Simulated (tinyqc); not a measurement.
# Carrier lifetime of an n-type layer with SRH, radiative, Auger and surface recombination: two studies

Uniform excess density dn = dp (no trapping), n = n0 + dn, p = p0 + dn, Boltzmann statistics, full ionisation. Surfaces enter as a rate 2 S dn/d, which holds while diffusion to them is fast.

Parameters, values chosen for the exercise; band and dielectric values close to those of germanium: temperature T = 250 K; band gap Eg = 0.661 eV; conduction-band density of states at T Nc = 7.91e18 cm^-3; valence-band density of states at T Nv = 4.48e18 cm^-3; radiative coefficient B = 6.28e-14 cm^3/s; donor density N = 2.9e15 cm^-3; Auger coefficient (two electrons) Cn = 1.1e-30 cm^6/s; Auger coefficient (two holes) Cp = 8.2e-31 cm^6/s; trap density Nt = 1e13 cm^-3; capture cross-section for electrons sn = 5e-15 cm^2; capture cross-section for holes sp = 3e-17 cm^2; thermal velocity (both carriers) vth = 1.1e7 cm/s; trap level below the conduction band Et = 0.19 eV; surface recombination velocity (both faces) S = 0 cm/s; sample thickness d = 50 um.

Constants: q = 1.602176634e-19 C, kB = 1.380649e-23 J/K, Vt = kB T/q. Results are converted to the units shown.

Each table varies one quantity; the others keep the values above.

## Lifetime against injection

ni = sqrt(Nc Nv) exp(-Eg/(2 Vt)), Eg in volts; majority density N/2 + sqrt(N^2/4 + ni^2), n0 p0 = ni^2; n1 = Nc exp(-Et/Vt), p1 = Nv exp((Et - Eg)/Vt); tn0 = 1/(sn vth Nt), tp0 = 1/(sp vth Nt). With e = n p - ni^2 = dn (n0 + p0 + dn): U_SRH = e/(tp0 (n + n1) + tn0 (p + p1)), U_rad = B e, U_Aug = (Cn n + Cp p) e, U_s = 2 S dn/d. Each tau is dn over its rate; tau = dn/U with U the sum.

Lifetime against injection:

| dn (cm^-3) | tau_SRH (s) | tau_rad (s) | tau_Aug (s) | tau (s) | radiative share (%) | largest path |
|---|---|---|---|---|---|---|
| 1e11 | 4.252e-4 | 0.005491 | 0.1081 | 3.932e-4 | 7.162 | SRH |
| 1e12 | 4.252e-4 | 0.005489 | 0.1080 | 3.932e-4 | 7.163 | SRH |
| 1e13 | 4.248e-4 | 0.005472 | 0.1071 | 3.928e-4 | 7.178 | SRH |
| 1e14 | 4.212e-4 | 0.005308 | 0.09856 | 3.887e-4 | 7.323 | SRH |
| 1e15 | 3.944e-4 | 0.004083 | 0.05018 | 3.571e-4 | 8.745 | SRH |
| 1e16 | 3.319e-4 | 0.001234 | 0.003462 | 2.432e-4 | 19.70 | SRH |
| 1e17 | 3.082e-4 | 1.547e-4 | 4.979e-5 | 3.357e-5 | 21.69 | Auger |
| 1e18 | 3.052e-4 | 1.588e-5 | 5.185e-7 | 5.012e-7 | 3.157 | Auger |
| 1e19 | 3.049e-4 | 1.592e-6 | 5.206e-9 | 5.189e-9 | 0.3260 | Auger |

Read the table: what changes, and by how much?

SRH recombination leads at dn = 1e11, Auger from 1e17 on. The total lifetime falls from 3.93e-4 to 5.19e-9 s. tau_SRH goes from 4.25e-4 s (low-injection limit 4.25e-4 s) to 3.05e-4 s (high-injection limit tn0 + tp0 = 3.05e-4 s). Between the last two rows tau_rad goes as dn^(-1.00) and tau_Aug as dn^(-2.00); the radiative share goes from 7.16 through a maximum of 21.7 (at dn = 1e17 among the rows listed) to 0.326 %. For dn = 1e19 the carriers are degenerate, where B and the Auger coefficients no longer stay constant.

## Effect of the capture cross-section for electrons at dn = 5e16 cm^-3

Same model as above.

Here dn = 5e16 cm^-3.

The same in every row: tau_rad (s) = 3.010e-4; tau_Aug (s) = 1.906e-4.

Effect of the capture cross-section for electrons at dn = 5e16 cm^-3:

| sn (cm^2) | tau_SRH (s) | tau (s) | radiative share (%) | largest path |
|---|---|---|---|---|
| 3e-20 | 0.2867 | 1.166e-4 | 38.75 | Auger |
| 3e-19 | 0.02895 | 1.162e-4 | 38.61 | Auger |
| 3e-18 | 0.003174 | 1.126e-4 | 37.39 | Auger |
| 3e-17 | 5.961e-4 | 9.759e-5 | 32.42 | Auger |
| 3e-16 | 3.384e-4 | 8.677e-5 | 28.83 | Auger |
| 3e-15 | 3.126e-4 | 8.497e-5 | 28.23 | Auger |
| 3e-14 | 3.100e-4 | 8.478e-5 | 28.17 | Auger |

What does the comparison show?

Auger recombination leads at sn = 3e-20 and in all other rows. tau_SRH falls from 0.287 to 3.10e-4 s and the total lifetime falls from 1.17e-4 to 8.48e-5 s.

Computed by the program tinyqc: `OMP_NUM_THREADS=1 python tinyqc.py 2300018 2300019 out.jsonl`, one thread of a shared Intel Xeon 2.30GHz, about 0.01 s for the whole run.
